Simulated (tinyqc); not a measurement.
Inside a calculation. Model: two-band model of a narrow-gap semiconductor with electrons and holes. Computed by tinyqc, a small Python program that keeps every step. Command: `OMP_NUM_THREADS=1 python tinyqc.py 3025307 3025308 out.jsonl bipolar walk`. One thread of a shared host (Intel(R) Xeon(R) Processor @ 2.30GHz), about 0.06 s of CPU time with the checks. Intermediate numbers are printed to about 6 digits and carried at full precision; extremes and crossings named in words are read from the listed rows.

Two parabolic bands with acoustic scattering (r = -1/2, a = 0), a gap that does not change with T, and fully ionised dopants. Melting is ignored, so values above the melting point are formal, and kappa_L does not change with T. eta_n = (E_F - E_c)/(k_B T), eta_p = -eta_n - E_g/(k_B T).

Inputs (values chosen for the exercise, modelled on Mg2Si):
```
quantity,value,unit
electron mass m_n,0.92,m_0
hole mass m_p,1.5,m_0
"electron mobility parameter mu_300,n",280,cm^2/(V s)
"hole mobility parameter mu_300,p",49,cm^2/(V s)
temperature exponent p,1.5,-
band gap E_g,0.68,eV
net doping N,2.7e+18,1/cm^3
lattice thermal conductivity kappa_L,3.9,W/(m K)
temperature T,590,K
```

Doping: n-type.

Constants: k_B = 8.617333262e-05 eV/K; m_0 = 9.1093837015e-31 kg; k_B = 1.380649e-23 J/K; hbar = 1.054571817e-34 J s; e = 1.602176634e-19 C.

## Fermi level

With x = E/(k_B T), a = alpha k_B T (0 for a parabolic band), G = x (1 + a x), D = 1 + 2 a x and <y> = int y f (1 - f) dx, f = 1/(1 + exp(x - eta)): tau = tau_0 G^r/D; transport function s = G^(3/2 + r)/D^2; n = N_0 <G^(3/2)> with N_0 = (2 m k_B T)^(3/2)/(3 pi^2 hbar^3). Integrals over x = E/(k_B T) use 160 Gauss-Legendre points in u = sqrt(x) from 0 to sqrt(max(eta, 0) + 32). Neutrality: n - p = N, with n = N_0(m_n) <x^(3/2)> at eta_n and p = N_0(m_p) <x^(3/2)> at eta_p.

eta_n = -3.10155

eta_p = -10.2732

## Each band alone

sigma = e mu_0 N_0 <s> with mu_0 = e tau_0/m = mu_300 (T/300 K)^(-p); |S| = (k_B/e)(<x s>/<s> - eta); Lorenz number L = (k_B/e)^2 (<x^2 s>/<s> - (<x s>/<s>)^2); kappa_e = L sigma T; zT = S^2 sigma T/(kappa_L + kappa_e). Hall factor r_H = <x^(3/2)> <x^(1/2)>/<s>^2.

Partial coefficients:
```
band,sigma (S/cm),|S| (microvolt/K),L (1e-8 V^2/K^2),density (1/cm^3),Hall factor
electrons,32.8785,441.522,1.49334,2.70439e+18,1.17498
holes,0.00940587,1057.62,1.48518,4.39265e+15,1.17809
```

The minority carriers have the larger |S|, since the Fermi level lies farther from their band; they carry 0.029 % of the conductivity.

## Both bands together

Both bands together (these totals replace the one-band zT): sigma = sigma_n + sigma_p; S = (sigma_p |S_p| - sigma_n |S_n|)/sigma; kappa_bip = (sigma_n sigma_p/sigma)(|S_n| + |S_p|)^2 T; kappa_e = (L_n sigma_n + L_p sigma_p) T; zT = S^2 sigma T/(kappa_L + kappa_e + kappa_bip); weak-field R_H = (r_p sigma_p^2/p - r_n sigma_n^2/n)/(e sigma^2), where the Hall factors r_n and r_p are <x^(3/2)> <x^(1/2)>/<s>^2.

conductivity sigma = 32.8879 S/cm

Seebeck coefficient S = -441.094 microvolt/K

bipolar thermal conductivity = 0.00124684 W/(m K)

kappa_e = 0.0289764 W/(m K)

zT = 0.0960578

Hall coefficient R_H = -2.71007 cm^3/C

The minority band lowers |S| from 442 to 441 microvolt/K, and bipolar flow adds 0.032 % of the thermal conductivity.

## The maximum of |S| and the Goldsmid-Sharp gap

T_max maximises |S| of the majority sign between 150 and 1200 K; the Goldsmid-Sharp estimate is E_g = 2 e |S_max| T_max.

T_max = 722.961 K

|S_max| = 457.506 microvolt/K

Goldsmid-Sharp gap = 0.661519 eV

estimate over true gap = 0.972822

The estimate is 0.97 times the true gap. The weighted-mobility ratio of majority to minority carriers, mu m^(3/2), is 2.74.

## Against temperature

The formulas are those given above.

The same sample:
```
T (K),n (1/cm^3),p (1/cm^3),sigma (S/cm),S (microvolt/K),kappa_bip (W/(m K)),zT,R_H (cm^3/C)
150,2.70000e+18,5.95407e-04,245.741,-268.315,3.57125e-21,0.067065,-2.67249
200,2.70000e+18,7.58215e+02,162.195,-304.045,2.31889e-15,0.075928,-2.68903
250,2.70000e+18,4.04858e+06,117.074,-332.110,7.41316e-12,0.081845,-2.69829
300,2.70000e+18,1.36588e+09,89.538,-355.205,1.65682e-09,0.086008,-2.70405
350,2.70000e+18,9.37634e+10,71.306,-374.819,8.07735e-08,0.089046,-2.70791
400,2.70000e+18,2.35855e+12,58.509,-391.860,1.51799e-06,0.091325,-2.71064
500,2.70024e+18,2.40056e+14,42.005,-420.389,9.60078e-05,0.094409,-2.71386
600,2.70577e+18,5.77267e+15,32.093,-443.082,1.58323e-03,0.096184,-2.70833
750,2.84913e+18,1.49125e+17,24.432,-456.476,2.59838e-02,0.096581,-2.52493
900,3.81089e+18,1.11089e+18,25.893,-412.716,1.31152e-01,0.097626,-1.72685
1050,6.36945e+18,3.66945e+18,35.922,-350.724,3.11670e-01,0.108707,-0.93242
1200,1.08489e+19,8.14887e+18,51.356,-306.966,5.32021e-01,0.128356,-0.51454
```

Among the rows where S keeps the majority sign, zT is largest at 1200 K (the edge of those rows) and |S| at 750 K. Among these rows sigma is least at 750 K; at higher T thermal pairs outweigh the falling mobility. kappa_bip reaches 0.532 W/(m K) at the last row, 0.136 times kappa_L.

Checks made by the program: neutrality (relative difference below 1e-10).
